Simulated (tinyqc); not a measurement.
## Sneak paths and read margin

Worst-case read of an N x N array without selectors, ideal wires, unselected lines floating and all unselected cells in the low state with resistance K Ron: the sneak path is Rsn = K Ron [2/(N - 1) + 1/(N - 1)^2], in parallel with the selected cell Rc. A sense resistor Ron to ground gives Vout = Vr Ron/(Ron + Rc Rsn/(Rc + Rsn)); margin = [Vout(Rc = Ron) - Vout(Rc = ra Ron)]/Vr.

Inputs (values chosen for the exercise):
```
symbol,value,unit,meaning
Ron,5,kohm,resistance of the low state
ra,1000,,ratio Roff/Ron
K,100,,factor by which unselected cells are more resistive
Vr,0.3,V,read voltage
```

Results:
```
N    Rsn (kohm)  Vout, low state (mV)  Vout, high state (mV)  margin (%)
2          1500                 150.2                  1.294       49.65
3         625.0                 150.6                  2.676       49.31
4         388.9                 151.0                  4.100       48.95
8         153.1                 152.4                  9.771       47.55
16        68.89                 155.3                  20.56       44.90
32        32.78                 160.6                  39.93       40.23
128       7.905                 186.0                  116.3       23.23
256       3.929                 208.3                  168.0       13.43
```

Estimate the missing row, N = 64.

Computed row:
```
N   Rsn (kohm)  Vout, low state (mV)  Vout, high state (mV)  margin (%)
64       16.00                 170.3                  71.61       32.89
```

With this row back in the table: The margin falls from 49.7 to 13.4 %; a lone cell has 49.9 %. It stays above 10 % in all rows. Between the last two rows it goes as N^(-0.79).

Program tinyqc, `OMP_NUM_THREADS=1 python tinyqc.py 2880053 2880054 out.jsonl`; Intel Xeon 2.30GHz, shared host, one thread, about 0.02 s.
